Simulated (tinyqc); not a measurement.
A spin-degenerate level with charging energy between two leads, rate equations: two steps of the calculation.

States 0, up, down and 2 with energies 0, e1 - Ez/2, e1 + Ez/2 and 2 e1 + U. mu_L = +V/2, mu_R = -V/2 (meV), f(x) = 1/(1 + exp(x/kB T)). A transition that adds one electron of given spin at the energy E has the rate G f(E - mu) from each lead, and its reverse G [1 - f(E - mu)]. I counts electrons leaving the left lead, times q.

Inputs (values chosen for the exercise):
```
symbol,value,unit,meaning
U,11.8,meV,charging energy of the second electron
e1,-3.22,meV,level
GL,0.063,1/ns,tunnel rate to the left lead
GR,0.16,1/ns,tunnel rate to the right lead
T,7.5,K,temperature
V,27,mV,bias
Ez,2.5,meV,Zeeman splitting
```

Constants: q = 1.602176634e-19 C, kB = 1.380649e-23 J/K, Vt = kB T/q. Results are converted to the units shown.

Question 1. Transition energies and Fermi factors. Transition energies: 0-up e1 - Ez/2, 0-down e1 + Ez/2, up-2 e1 + U + Ez/2, down-2 e1 + U - Ez/2.

Give: E; fL; fR.

Answer 1.

| transition | E (meV) | fL | fR (1e-7) |
|---|---|---|---|
| 0-up | -4.4700 | 1.0000 | 8.5528 |
| 0-down | -1.9700 | 1.0000 | 0.1787 |
| up-2 | 9.8300 | 0.9966 | 0.0000 |
| down-2 | 7.3300 | 0.9999 | 0.0000 |

Question 2. Steady state and current. Steady state: W p = 0 with sum p = 1. I = q GL sum over transitions i-j of [fL p_i - (1 - fL) p_j].

W (1/ns):

|  | 0 | up | down | 2 |
|---|---|---|---|---|
| 0 | -0.12600014 | 0.15999986 | 0.16000000 | 0.00000000 |
| up | 0.06300014 | -0.22278522 | 0.00000000 | 0.16021465 |
| down | 0.06300000 | 0.00000000 | -0.22299550 | 0.16000450 |
| 2 | 0.00000000 | 0.06278535 | 0.06299550 | -0.32021915 |

fL, transition 0-up to down-2: [1.0000000, 1.0000000, 0.9965929, 0.9999286]

Find: p; mean number of electrons; I.

Answer 2.

p: 0 0.51489, up 0.20287, down 0.20260, 2 0.07963
mean number of electrons = 0.56475
I = 14.477 pA

In units of q GL GR/(GL + GR) = 7.24 pA the current is 2.00; two independent spin channels fully inside the bias window would give 2.

Range of the model: Rate equations need hbar G well below kB T; cotunnelling and the Kondo effect are left out.

Computed by the program tinyqc: `OMP_NUM_THREADS=1 python tinyqc.py 2780012 2780013 out.jsonl`, one thread of a shared Intel Xeon 2.30GHz, about 0.01 s for the whole run.
